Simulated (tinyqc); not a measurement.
From lone donors to an impurity band: impurity band of shallow donors (Hubbard estimate).

Constants: e^2/(4 pi eps0) = 14.39964547 eV angstrom.

Parameters, chosen for this exercise (out of a larger set: near those of two donors in Si; not measured data):
- a = 18.5 angstrom (orbital radius)
- eps = 11.7 (dielectric constant)
- Ns = (0.028, 0.069, 0.17, 0.42, 0.97, 2.1, 4.2) x 1e18/cm^3 (donor densities)

Donors on a simple cubic lattice of spacing R = N^(-1/3) (1/angstrom^3 = 1e24/cm^3), Ha* = q/(eps a), q = e^2/(4 pi eps0), x = R/a. Hopping t = Ha* (1 + x) exp(-x), band width B = 12 t, on-site repulsion U = (5/8) Ha*; the gap closes near B/U = 1.15. Valley factors and disorder are left out.

Results:

| N (1e18/cm^3) | R (angstrom) | N^(1/3) a | t (meV) | B (meV) | B/U |
|---|---|---|---|---|---|
| 0.028 | 329.3 | 0.056 | 2.32e-05 | 0.000279 | 6.71e-06 |
| 0.069 | 243.8 | 0.076 | 0.00178 | 0.0214 | 0.000515 |
| 0.42 | 133.5 | 0.139 | 0.401 | 4.81 | 0.116 |
| 0.97 | 101.0 | 0.183 | 1.83 | 21.9 | 0.527 |
| 2.1 | 78.1 | 0.237 | 5.10 | 61.2 | 1.47 |
| 4.2 | 62.0 | 0.298 | 10.2 | 122 | 2.93 |

Give the missing row, N (1e18/cm^3) = 0.17.

Computed row:
```
N (1e18/cm^3)  R (angstrom)  N^(1/3) a  t (meV)  B (meV)     B/U
0.17                  180.5      0.102   0.0414    0.497  0.0119
```

B/U passes 1.15 between 0.97 and 2.1 x 1e18/cm^3; the root is x = 4.52, N^(1/3) a = 0.221, N = 1.7 x 1e18/cm^3, below the 2.8 that the empirical rule N^(1/3) a = 0.26 gives; the estimate is rough, since random positions, the overlap of the orbitals and screening are left out. While N grows by 150 times, t grows by 4.37e+05 times.

Computed by tinyqc, a small Python program: `OMP_NUM_THREADS=1 python tinyqc.py 1280786 1280787 out.jsonl` (the numbers bound the seed that draws the inputs); one thread of a shared host (Intel(R) Xeon(R) Processor @ 2.30GHz), about 0.01 s for the whole set of steps.
